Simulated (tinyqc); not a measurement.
Equation-of-state fits to an energy-volume table made by a known binding curve. From exact B0 back to cohesive energy D. Computed by tinyqc, a small Python program. Command: `OMP_NUM_THREADS=1 python tinyqc.py 3018916 3018917 out.jsonl eosfit inv`. One thread of a shared host (Intel(R) Xeon(R) Processor @ 2.30GHz), about 0.03 s of CPU time with the checks.

With x = (V/V_0)^(1/3), the energy per atom is E = -D [1 + eta (x - 1)] exp(-eta (x - 1)), so that B0 = D eta^2/(9 V_0) and B' = 1 + 2 eta/3. B' = dB/dP at P = 0.

Inputs (values chosen for the exercise, for a model crystal): true volume V_0 = 34.5 angstrom^3/atom; stiffness eta = 4.56; compression V/V_0 for the pressure test = 0.75.

Binding curve: universal binding. Noise: none.

Constants: 1 eV/angstrom^3 = 160.2176634 GPa.

Method. B0 and B' from the formulas above; P = -dE/dV at V = c V_0 (c the compression chosen), from the curve itself.

Problem. A run gave the result below. Find the cohesive energy D, known to lie between 3.1 and 8 eV/atom.

exact B0 = 46.4479 GPa

Solution.

Each step takes the trial c = (a f_b - b f_a)/(f_b - f_a), f being the result less the target and a, b, c the logarithms of the listed values; c replaces end b, the old b replaces a if the sign of f changed, and otherwise f_a is halved.

Scan of the range:
```
cohesive energy D (eV/atom)  exact B0 (GPa)
3.10                                33.2614
3.63                                38.9480
4.25                                45.6003
4.98                                53.4328
5.83                                62.5528
6.83                                73.2823
8.00                                85.8358
```

False position (Illinois rule, in the logarithm of the input) inside the bracket:
```
step    end a    end b    trial  exact B0 (GPa)
1     4.25000  4.98000  4.32353         46.3892
2     4.98000  4.32353  4.32863         46.4439
3     4.98000  4.32863  4.32932         46.4514
4     4.32863  4.32932  4.32900         46.4479
5     4.32932  4.32900  4.32900         46.4479
```

Exact B0 rises at every point of a 13-point scan of the range (every second point is shown), so one value fits; it is bracketed by 4.25 and 4.98. The scan shows a pure power law with exponent 1.000, so scaling from any one row also gives the answer directly. Answer: cohesive energy D = 4.329 eV/atom.
